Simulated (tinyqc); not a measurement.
A log to judge: finite-difference solution of the diffusion equation on a small grid. Computed by tinyqc. Command: `OMP_NUM_THREADS=1 python tinyqc.py 3012774 3012775 out.jsonl fdiff walk`. One thread of a shared host (Intel(R) Xeon(R) Processor @ 2.30GHz), about 0.01 s of CPU time with the checks.

dC/dt = D d2C/dx2 on nodes x_j = j dx, j = 0..8; the far end is sealed.

Inputs (values chosen for the exercise):
```
quantity          value    unit
diffusivity D      0.37  nm^2/s
grid spacing dx      25      nm
time step dt       1700       s
final time t_f    51000       s
loss velocity h  0.0044    nm/s
```

Boundary at x = 0: surface loss. Scheme: explicit.

start values C_j, j = 0, 1, ... (% of a reference): 9.83  26.1  69.5  100  59.1  23.5  1.16  0  0

Method:
- The operator M acts as (M C)_j = C_(j-1) - 2 C_j + C_(j+1); at the sealed far end a mirror node gives 2 C_(N-2) - 2 C_(N-1); at j = 0, the outward flux h C_0 gives 2 C_1 - (2 + 2 h dx/D) C_0.
- With r = D dt/dx^2: (1 - theta r M) C(new) = (1 + (1 - theta) r M) C(old); theta = 0 explicit, 1 implicit, 1/2 Crank-Nicolson.
- The run takes n = round(t_f/dt) steps of length t_f/n.
- The dose is the trapezoidal sum of C dx; the error is the largest difference from exp(M D t/dx^2) C(0), the exact time evolution on the same grid.

Course of the run:
```
step  t (s)           C_1           C_4   dose (% nm)  largest error
1      1700   5.34036e+01   6.44339e+01   7.03335e+03    3.54139e+01
2      3400   3.97228e+01   1.45152e-01   6.75886e+03    4.46038e+01
3      5100   3.34312e+01   1.44142e+02   6.39708e+03    1.13701e+02
4      6800   7.75259e+01  -2.50991e+02   6.38192e+03    2.87936e+02
5      8500  -1.61140e+02   8.19660e+02   5.90301e+03    7.84935e+02
6     10200   7.72636e+02  -2.15664e+03   5.50742e+03    2.18967e+03
7     11900  -2.65898e+03   6.19184e+03   8.57088e+03    6.16018e+03
...     ...           ...           ...           ...            ...
24    40800   1.16291e+12  -7.23181e+11  -2.74622e+12    1.52361e+12
25    42500  -3.65339e+12   2.22164e+12   8.65036e+12    4.79553e+12
26    44200   1.14698e+13  -6.83305e+12  -2.72202e+13    1.50801e+13
27    45900  -3.59877e+13   2.10382e+13   8.55790e+13    4.73834e+13
28    47600   1.12855e+14  -6.48339e+13  -2.68849e+14    1.48780e+14
29    49300  -3.53739e+14   1.99963e+14   8.44028e+14    4.66870e+14
30    51000   1.10830e+15  -6.17184e+14  -2.64816e+15    1.46423e+15
```

Can the last value be used, and what does the course show?

No. The error grows by a factor near 3.12 a step with alternating sign from node to node: r = 1.01 exceeds the stability limit 0.489 of the explicit scheme. Reruns converge with time step dt = 680.0; or with scheme = implicit; or with scheme = Crank-Nicolson. Reruns still fail with time step dt = 1400.0.
